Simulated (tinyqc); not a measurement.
Longitudinal sound in a periodic multilayer: transfer matrices, stop bands and folded phonons: one step, computed by the program tinyqc.

Layers 1 and 2 repeat with period d = d_1 + d_2; waves travel normal to the layers, without loss. State vector (u, s): displacement u and stress divided by omega. Impedances Z = rho v are in 1e6 kg/(m^2 s).

Task: Impedances, mean velocity and Bragg frequency. Z = rho v; interface reflection r = (Z_2 - Z_1)/(Z_2 + Z_1) (stress amplitude, from 1 into 2); Bragg frequency f_B = 1/[2 (d_1/v_1 + d_2/v_2)]; long-wave velocity v_eff = d/sqrt[(d_1/v_1)^2 + (d_2/v_2)^2 + (Z_1/Z_2 + Z_2/Z_1)(d_1/v_1)(d_2/v_2)].

Inputs (values chosen for the exercise, modelled on silica (layer 1), tungsten (layer 2) and gallium arsenide (substrate)):

| quantity | value | unit |
|---|---|---|
| density rho_1 | 2.21 | g/cm^3 |
| velocity v_1 | 5900 | m/s |
| thickness d_1 | 22 | nm |
| density rho_2 | 19 | g/cm^3 |
| velocity v_2 | 5240 | m/s |
| thickness d_2 | 19.2 | nm |
| substrate density | 5.42 | g/cm^3 |
| substrate velocity | 4800 | m/s |

Give: Z_1; Z_2; Z of the substrate; interface reflection r; Bragg frequency f_B; long-wave velocity v_eff.

Result:

Z_1 = 13.039

Z_2 = 99.56

Z of the substrate = 26.016

interface reflection r = 0.7684

Bragg frequency f_B = 67.63 GHz

long-wave velocity v_eff = 3567 m/s
